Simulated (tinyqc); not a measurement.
## Floating body of a partially depleted SOI transistor: body voltage and kink: transfer curve and swing

Source at 0 V. Channel current Ic = 2 nf K Vt^2 [F(0) - F(Vd)](1 + la Vd), F(V) = ln^2(1 + exp((Vg - VT - nf V)/(2 nf Vt))), VT = VT0 - gb Vb. Saturation voltage Vs = 2 Vt sqrt(F(0)) + 3 Vt, excess Ve = (Vd - Vs + sqrt((Vd - Vs)^2 + 0.0004 V^2))/2, multiplication M1 = Ai Ve exp(-Bl/Ve). Each junction passes D(v) = J1 (exp(v/Vt) - 1) + J2 (exp(v/(2 Vt)) - 1). Bipolar current Ib = bb J1 (exp(Vb/Vt) - 1). The body settles where M1 (Ic + Ib) = D(Vb) + D(Vb - Vd) + Vb/Rb; drain current Id = (1 + M1)(Ic + Ib) - D(Vb - Vd).

Rows with more than one solution for Vb (latch) are left out; dId/dVd by a forward difference over 1e-4 V, swing = 1e-4 V over the change of log10 Id; M1 under 1e-12 is printed as 0.

Inputs (values chosen for the exercise); values of the order met in partially depleted silicon-on-insulator transistors: temperature T = 358 K; threshold at zero body voltage VT0 = 0.39 V; fall of the threshold per volt of body voltage gb = 0.35; slope factor nf = 1.26; gain factor per width K = 450 uA/(V^2 um); channel-length modulation factor la = 0.04 1/V; impact-ionisation prefactor Ai = 3.73 1/V; impact-ionisation voltage Bl = 4.6 V; diffusion saturation current of each junction J1 = 3.2e-11 uA/um; recombination saturation current of each junction J2 = 4.2e-7 uA/um; gain of the lateral bipolar transistor on the diffusion current bb = 3; resistance of a weak body tie to the source (1e9 stands for no tie, and the term is then dropped) Rb = 7000 kohm um; drain voltage Vd = 1.8 V.

Constants: q = 1.602176634e-19 C, kB = 1.380649e-23 J/K, Vt = kB T/q. Results are converted to the units shown.

Transfer curve and swing:
```
Vg (V)	Vb (V)	M1	Id, floating (uA/um)	Id, grounded (uA/um)	ratio	swing, floating (mV/decade)	swing, grounded (mV/decade)
0.24	0.8504	0.3220	125.1	0.03027	4134	-112.1	95.98
0.34	0.8275	0.2710	68.77	0.2904	236.8	-6847	110.7
0.44	0.8245	0.2189	74.27	1.802	41.22	1703	148.6
0.54	0.8229	0.1721	86.38	6.516	13.26	1446	220.1
0.64	0.8207	0.1318	101.4	15.51	6.536	1442	321.3
0.74	0.8173	0.09791	118.7	28.59	4.153	1473	440.3
```

Vb falls from 0.850 to 0.817 V. The smallest swing among the rows is -6850 mV a decade with a floating body (at Vg = 0.34 V) and 96.0 with a grounded one; Vt ln 10 = 71.0. The floating swing is smaller by more than 3 % for Vg = 0.24, 0.34 V, where the rising Vb lowers the threshold as Vg rises. In the first row the floating body raises the current by a factor of 4130.

Range of the model: The multiplication law is an empirical form chosen for the exercise; self-heating and capacitive coupling to the body are left out, and the linear laws are rough once Vb passes about 0.7 V or M1 about 0.1.

Program tinyqc, `OMP_NUM_THREADS=1 python tinyqc.py 2182069 2182070 out.jsonl`; Intel Xeon 2.30GHz, shared host, one thread, about 0.2 s.
